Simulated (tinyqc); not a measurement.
# MOS structure on a p-type body with a surface-enhanced doping, non-linear Poisson equation by Newton steps: effects of single changes

One dimension, insulator interface at x = 0, acceptor density Na + N0 exp(-x/Ls), net doping C = -(acceptor density). psi is counted from the intrinsic level: n = ni exp((psi - Vb)/Vt), p = ni exp(-psi/Vt); deep in the body psi_b = -Vt ln(Na/ni). The gate acts through Cox = eps0 eox/tox and has the potential psi_G = Vg - (phiM - chi - Vt ln(Nc/ni)). Boltzmann statistics, full ionisation, classical densities, no oxide or interface charge.

Values chosen for this exercise; band and dielectric values those of a made-up semiconductor:
- T = 350 K (temperature)
- Eg = 0.984 eV (band gap)
- eps_r = 12.2 (relative permittivity)
- Nc = 4.35e19 cm^-3 (conduction-band density of states at T)
- Nv = 2.67e19 cm^-3 (valence-band density of states at T)
- chi = 3.69 eV (electron affinity)
- Na = 3.9e17 cm^-3 (acceptor density deep in the body)
- eox = 3.9 (relative permittivity of the gate insulator (close to silicon dioxide))
- tox = 1.7 nm (insulator thickness)
- phiM = 3.87 eV (gate work function)
- Vb = 0.5 V (electron quasi-Fermi potential against the body)
- N0 = 3.2e18 cm^-3 (extra acceptor density at the surface)
- Ls = 8.2 nm (decay length)

Constants: q = 1.602176634e-19 C, kB = 1.380649e-23 J/K, Vt = kB T/q, eps0 = 8.8541878128e-14 F/cm where lengths are in cm. Results are converted to the units shown.

Each table varies one quantity; the others keep the values above.

## Charge and capacitance against gate voltage

ni = sqrt(Nc Nv) exp(-Eg/(2 Vt)), Eg in volts. The Poisson equation d/dx(eps0 eps_r dpsi/dx) = -q (p - n + C), with eps0 eps_r dpsi/dx = -Cox (psi_G - psi_0) at x = 0, is solved on a mesh of about 600 nodes or more. N_inv is the integral of n less its value deep in the body. C_LF = Cox (1 - dpsi_0/dVg) with all carriers following; C_HF is the same with the electron quasi-Fermi level shifting uniformly so that N_inv stays fixed. The centroid is that of the same excess.

Charge and capacitance against gate voltage:
```
Vg (V)  psi_0 - psi_b (V)  N_inv (cm^-2)  C_LF/Cox  C_HF/Cox  centroid (nm)
0.55                0.887         3.66e5     0.108     0.108          0.514
0.73                 1.05         7.34e7    0.0972    0.0970          0.483
0.91                 1.21        1.51e10     0.120    0.0885          0.458
1.09                 1.33        6.73e11     0.632    0.0839          0.428
1.27                 1.37        2.37e12     0.839    0.0828          0.391
1.46                 1.39        4.46e12     0.899    0.0824          0.357
1.64                 1.41        6.54e12     0.924    0.0822          0.330
```

What does the comparison show?

N_inv goes from 3.66e5 to 6.54e12 cm^-2 and passes 2e11 cm^-2 at Vg = 1.01 V. Below threshold it takes 78.2 mV a decade between Vg = 0.55 and 0.73 V, against Vt ln 10 = 69.4 mV. C_LF/Cox is lowest, 0.0972, at Vg = 0.73 V among the rows listed and ends at 0.924, while C_HF/Cox ends at 0.0822. Between the last two rows q dN_inv/dVg is 0.909 Cox. Where the classical centroid is under about 2 nm, confinement would move the charge away from the interface and raise the threshold. Above about 2e12 cm^-2 degeneracy matters too.

## Effect of the extra acceptor density at the surface on threshold, swing and body effect

VT is the Vg at which N_inv = 2e11 cm^-2. m = 1/(dpsi_0/dVg) at N_inv = 1e8 cm^-2; the swing is the Vg between N_inv = 1e8 and 1e9 cm^-2; body coefficient [VT(Vb + 0.05 V) - VT(Vb)]/0.05 V - 1.

Effect of the extra acceptor density at the surface on threshold, swing and body effect:
```
N0 (cm^-3)  VT (V)  psi_0 - psi_b at VT (V)   m - 1  swing (mV/decade)  body coefficient
8e17         0.863                     1.28  0.0938               76.9            0.0941
1.2e18       0.888                     1.28  0.0957               76.9            0.0947
1.7e18       0.920                     1.28  0.0982               77.0            0.0958
2.5e18       0.969                     1.29   0.103               77.3            0.0979
3.7e18        1.04                     1.29   0.110               77.7             0.102
5.5e18        1.15                     1.30   0.126               78.6             0.111
8e18          1.29                     1.31   0.155               80.5             0.129
```

What does the table show?

As N0 goes from 8e17 to 8e18, VT rises from 0.863 to 1.29 V, the swing rises from 76.9 to 80.5 mV/decade and the body coefficient rises from 0.0941 to 0.129. The swing stays within 1.2 % of m Vt ln 10, and the body coefficient within 0.025 of m - 1.

Computed by the program tinyqc: `OMP_NUM_THREADS=1 python tinyqc.py 2080086 2080087 out.jsonl`, one thread of a shared Intel Xeon 2.30GHz, about 0.3 s for the whole run.
